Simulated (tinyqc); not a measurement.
Interface traps from C-V curves, high-low and Terman methods: one step of the calculation.

MOS capacitor on an n-type substrate; psi is the band bending, negative in depletion; only majority carriers are counted. At the bending psi the Fermi level lies y = xi - psi below the conduction edge at the surface, xi = Vt ln(Nc/Nd). Dit(y) = D0 + D1 exp(-y/E1); traps fill up to the Fermi level, follow the bias and a slow signal, and do not follow a fast one. V is the gate voltage from flat band.

Problem. The curves. Cox = 3.9 eps0/EOT, LD = sqrt(eps0 eps_r Vt/(q Nd)), u = psi/Vt, Cd = (eps0 eps_r/(sqrt(2) LD)) |exp(u) - 1|/sqrt(exp(u) - u - 1). Ideal V0 = psi - sqrt(2) (eps0 eps_r Vt/LD) sqrt(exp(u) - u - 1)/Cox for psi < 0; the traps add dV = (q/Cox) times the integral of Dit from 0 to psi = (q/Cox) [D0 psi + D1 E1 exp(-xi/E1) (exp(psi/E1) - 1)]. 1/C_HF = 1/Cox + 1/Cd, 1/C_LF = 1/Cox + 1/(Cd + q Dit). Take n equally spaced psi from pa to pb.

Inputs (values chosen for the exercise); band and dielectric values those of a made-up semiconductor: temperature T = 300 K; relative permittivity eps_r = 9.99; conduction-band density of states at T Nc = 3.32e17 cm^-3; donor density Nd = 3.2e16 cm^-3; equivalent oxide thickness EOT = 5.4 nm; trap density far from the band edge D0 = 6.2e10 cm^-2 eV^-1; band-tail density at the conduction edge D1 = 1.3e12 cm^-2 eV^-1; decay energy of the tail E1 = 0.19 eV; points n = 8; deepest band bending pa = -0.9 V; shallowest band bending pb = -0.039 V.

Constants: q = 1.602176634e-19 C, kB = 1.380649e-23 J/K, Vt = kB T/q, eps0 = 8.8541878128e-14 F/cm where lengths are in cm. Results are converted to the units shown.

Wanted: psi; y; Dit; V0; V; C_HF; C_LF; Cox.

Solution.

```
point   psi (V)   y (eV)  Dit (cm^-2 eV^-1)   V0 (V)    V (V)  C_HF (nF/cm^2)  C_LF (nF/cm^2)
0      -0.90000  0.96048          7.0289e10  -1.0392  -1.0978          47.174          56.680
1      -0.77700  0.83748          7.7837e10  -0.9061  -0.9624          50.596          60.984
2      -0.65400  0.71448          9.2256e10  -0.7720  -0.8258          54.921          67.017
3      -0.53100  0.59148          1.1981e11  -0.6369  -0.6874          60.644          75.955
4      -0.40800  0.46848          1.7244e11  -0.5001  -0.5462          68.748          89.937
5      -0.28500  0.34548          2.7299e11  -0.3608  -0.4002          81.602          113.02
6      -0.16200  0.22248          4.6510e11  -0.2170  -0.2453          107.20          154.26
7      -0.03900  0.09948          8.3212e11  -0.0595  -0.0684          189.83          247.32
```

Cox = 639.47 nF/cm^2

At the deepest bending the traps stretch the gate voltage from -1.04 to -1.10 V.

Range of the model: Traps more than about 25 kB T below the conduction edge emit electrons too slowly to follow an ordinary sweep, so the deepest points are idealised.

tinyqc, about 0.01 s, one thread, Intel Xeon 2.30GHz (shared host): `OMP_NUM_THREADS=1 python tinyqc.py 2030069 2030070 out.jsonl`
